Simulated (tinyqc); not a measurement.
Chemical-mechanical planarisation: Preston law, pattern density and step-height reduction: one step, computed by the program tinyqc. Command: `OMP_NUM_THREADS=1 python tinyqc.py 3014374 3014375 out.jsonl cmp walk`. One thread of a shared host (Intel(R) Xeon(R) Processor @ 2.30GHz), about 0.01 s of CPU time with the checks.

A row of 8 cells, repeated periodically, holds raised features that cover a share rho of each cell.

Problem. Effective density. The stiff pad averages the density: rho_eff(i) = sum_j w_ij rho_j / sum_j w_ij, w = exp(-2 d^2/L^2), L the planarisation length and d the distance between cell centres, summed over all periodic images of cell j.

Inputs (values chosen for the exercise, close to those used for oxide polishing): cell size = 1.1 mm; planarisation length = 1.2 mm.

local pattern densities, cell by cell: 0.9  0.5  0.8  0.3  0.2  0.3  0.8  0.6

Give: normalised weights (images included) for cells 0, 1, 2, ... apart; effective densities.

Solution.

normalised weights (images included) for cells 0, 1, 2, ... apart: 0.72730  0.13547  0.00088  0.00000  0.00000

effective densities: 0.80499  0.59474  0.69118  0.35437  0.22815  0.35445  0.70473  0.66739

Local densities span 0.2 to 0.9, effective ones 0.228 to 0.805.
